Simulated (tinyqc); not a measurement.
Worked calculation: one-electron ion in a basis of Gaussians. Computed by tinyqc, a small Python program that keeps every step. Settings: Z = 5, l = 1. Command: `OMP_NUM_THREADS=1 python tinyqc.py 25763 25764 out.jsonl` (the two numbers bound the seeds that draw the settings). One thread of a shared host (Intel(R) Xeon(R) Processor @ 2.60GHz), about 0.01 s of CPU time with the checks.

## Matrices over normalised Gaussians

exponents of r^l exp(-a r^2) (1/bohr^2): [0.2618, 0.3839, 0.5628]

Z = 5

l = 1

With p = a_i + a_j and I(k) = Gamma((k+1)/2) / (2 p^((k+1)/2)): S = I(2l+2), T = (2l+3) a_i a_j S / p, V = -Z I(2l+1), each divided by sqrt(S_ii S_jj).

S:
```
[[1.0000, 0.9555, 0.8363],
 [0.9555, 1.0000, 0.9556],
 [0.8363, 0.9556, 1.0000]]
```

T (hartree):
```
[[0.6545, 0.7436, 0.7472],
 [0.7436, 0.9597, 1.0904],
 [0.7472, 1.0904, 1.4070]]
```

V (hartree):
```
[[-2.7217, -2.8879, -2.8565],
 [-2.8879, -3.2958, -3.4970],
 [-2.8565, -3.4970, -3.9905]]
```

## Generalised eigenproblem

H = T + V (hartree):
```
[[-2.0672, -2.1443, -2.1093],
 [-2.1443, -2.3360, -2.4066],
 [-2.1093, -2.4066, -2.5835]]
```

Solve H C = S C e through S^(-1/2); each column has its largest component positive (the first on a tie).

eigenvalues of S: [0.0036, 0.1637, 2.8327]

eigenvalues (hartree): [-2.6818, -1.1455, -0.1562]

coefficients:
```
[[-1.2193, 1.9266, -6.8342],
 [2.5607, -0.2040, 13.1503],
 [-2.4068, -1.3564, -6.6587]]
```

For Z = 5 and l = 1 the exact lowest level is -Z^2/(2 n^2) with n = l + 1: -3.125000 hartree. The basis is nearly linearly dependent, so rounded matrices do not reproduce these digits.
